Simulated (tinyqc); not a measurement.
Worked calculation: five-level k.p model folded onto the conduction band. Values are carried at full precision from step to step, so a last printed digit may differ when a step is redone from the rounded ones.

Second-order sums for the lowest conduction level at E: 1/m = 1 + Cm + (Ep/3)(2/E + 1/(E + Dso)) - (Ep2/3)(2/(E7 + D2 - E) + 1/(E7 - E)); g/2 = 1 + Cg - (Ep/3)(1/E - 1/(E + Dso)) - (Ep2/3)(1/(E7 - E) - 1/(E7 + D2 - E)). E is counted from the top of the valence band; E = Eg at the edge.

Constants: hbar^2/2m0 = 3.80998211 eV angstrom^2.

Inputs chosen for the exercise (near those of GaSb; not measured data):
- Eg = 0.812 eV (gap at Gamma to the s-like level)
- Dso = 0.761 eV (spin-orbit splitting)
- Ep = 26.9 eV (Kane energy)
- E7 = 3.07 eV (upper Gamma7 conduction level, from the valence top)
- D2 = 0.3 eV (its spin-orbit splitting, Gamma8 above Gamma7)
- Ep2 = 6.7 eV (Kane energy to the upper levels)
- Cm = 0.1 (remote term in 1/m)
- Cg = 0 (remote term in g/2)
- k = 0.022 1/angstrom (wave vector along z)

## Mass and g factor term by term

Evaluate at E = Eg.

Terms:
```
level           part of 1/m  part of g
free + remote        1.1000     2.0000
Gamma8 valence      22.0854   -22.0854
Gamma7 valence       5.7004    11.4007
Gamma8 upper        -1.7462     1.7462
Gamma7 upper        -0.9891    -1.9782
```

m = 0.0382 m0
g = -8.917

The valence levels give 27.79 to 1/m and the upper levels take 2.74 away. In g the two valence terms nearly cancel when Dso is small against Eg; here Dso/Eg = 0.94 and they leave -10.685, the upper pair -0.232.

## The matrix at one k

For k along z and one spin sector the level c couples to four states. With c0 = hbar^2/2m0, P = sqrt(Ep c0), P2 = sqrt(Ep2 c0): diagonal Eg + (1 + Cm) c0 k^2 for c, and 0, -Dso, E7 + D2, E7 for lh, so, G8 up, G7 up (their own dispersion is left out); couplings of c: sqrt(2/3) P k to lh, sqrt(1/3) P k to so, sqrt(2/3) P2 k to G8 up, sqrt(1/3) P2 k to G7 up (phases chosen real).

Fill in the matrix.

H (eV), lower triangle:
```
             c  lh        so    G8 up    G7 up
c      0.81403
lh     0.18185   0
so     0.12859   0  -0.76100
G8 up  0.09076   0         0  3.37000
G7 up  0.06417   0         0        0  3.07000
```

## Exact folding onto c

Solve E = H_cc + S(E), S(E) = sum_j H_cj^2/(E - H_jj), from E = H_cc, by plain substitution and by Newton steps on E - H_cc - S(E). The weight of c in the state is Z = 1/(1 - dS/dE). The exact level is the third eigenvalue of H from below.

Iterates (eV):
```
step  substitution   Newton
0          0.81403  0.81403
1          0.86010  0.85755
2          0.85753  0.85766
3          0.85767  0.85766
4          0.85766  0.85766
5          0.85766  0.85766
6          0.85766  0.85766
7          0.85766  0.85766
```

exact level = 0.85766 eV
Z = 0.9493

Substitution multiplies the error by about dS/dE = 1 - 1/Z = -0.053 a step, so it alternates; after 7 steps it is off by 5.7e-11 eV, while Newton is within 1e-5 eV from step 2 on.

## Loewdin series

Expanding E = H_cc + S(E) about Eg in powers of k^2, with s_n = sum_j H_cj^2/(Eg - H_jj)^n: order k^2: e2 = (1 + Cm) c0 k^2 + s1; order k^4: e4 = -s2 e2; order k^6: e6 = s3 e2^2 + s2^2 e2.

Give each order and the partial sums, counted from Eg.

s1 (eV), s2 (no unit), s3 (1/eV); (1 + Cm) c0 k^2 is H_cc - Eg: 0.04619  0.05890  0.06517

e2, e4, e6 (eV): 0.04822  -0.00284  0.00032

partial sums (eV): 0.04822  0.04538  0.04570

The exact value is 0.04566 eV; the errors of the partial sums are +2.56, -0.28 and +0.04 meV.

## Checks

- Curvature of the exact level at small k against the sum for 1/m: 26.150 against 26.151.

Computed by tinyqc, a small Python program: `OMP_NUM_THREADS=1 python tinyqc.py 1080276 1080277 out.jsonl` (the numbers bound the seed that draws the inputs); one thread of a shared host (Intel(R) Xeon(R) Processor @ 2.30GHz), about 0.01 s for the whole set of steps.
